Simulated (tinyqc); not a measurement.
Tunnelling through a gate dielectric, WKB transmission and Tsu-Esaki current: two steps of the calculation.

Electrons leave the emitter at x = 0. Energies E (motion across the layers) are in eV from the emitter Fermi level; the collector Fermi level lies at -V and offers states at every E. No charge in the dielectric and no image force: F1 = V/t1, U = phi1 - F1 x. With C = hbar^2/(2 m0), kappa = sqrt(m (U - E)/C) where U > E and 0 elsewhere; T(E) = exp(-S), S = 2 times the integral of kappa over x.

Values chosen for this exercise; dielectric values close to those of silicon nitride: barrier of layer 1 above the emitter Fermi level at zero bias phi1 = 2.06 eV; tunnelling mass of layer 1 m1 = 0.49 m0; thickness of layer 1 t1 = 3.2 nm; voltage across the dielectric V = 1.3 V; energy of the electron followed E = 0 eV; cells in each layer nc = 9.

Constants: q = 1.602176634e-19 C, hbar = 1.054571817e-34 J s, m0 = 9.1093837015e-31 kg, hbar^2/(2 m0) = 0.0380998212 eV nm^2. Results are converted to the units shown.

Question 1. WKB exponent by the midpoint rule. Cut each layer into nc equal cells, take U and kappa at the cell centres, and sum S = 2 sum kappa h.

Find: x; U; kappa; S; T(E).

Answer 1.

x, cell 0 to 8 (nm): [0.178, 0.533, 0.889, 1.244, 1.600, 1.956, 2.311, 2.667, 3.022]
U, cell 0 to 8 (eV): [1.988, 1.843, 1.699, 1.554, 1.410, 1.266, 1.121, 0.977, 0.832]
kappa, cell 0 to 8 (1/nm): [5.056, 4.869, 4.674, 4.471, 4.258, 4.034, 3.797, 3.544, 3.272]
S = 27.01
T(E) = 1.869e-12

Question 2. WKB exponent in closed form. Each layer adds (2/F) sqrt(m/C) [G(u at its left edge) - G(u at its right edge)] to S, with u = U - E (0 where negative) and G(u) = (2/3) u^1.5. The slope follows from 1/d = -dS/dE.

Give: S; T(E); energy d over which T(E) grows by a factor e.

Answer 2.

S = 27.00
T(E) = 1.876e-12
energy d over which T(E) grows by a factor e = 0.1005 eV

The midpoint rule gives S = 27.005, so its T(E) is 0.34 % below this value. The band edge stays above E through the whole stack: direct tunnelling through a trapezoid.

tinyqc, about 0.03 s, one thread, Intel Xeon 2.30GHz (shared host): `OMP_NUM_THREADS=1 python tinyqc.py 2540167 2540168 out.jsonl`
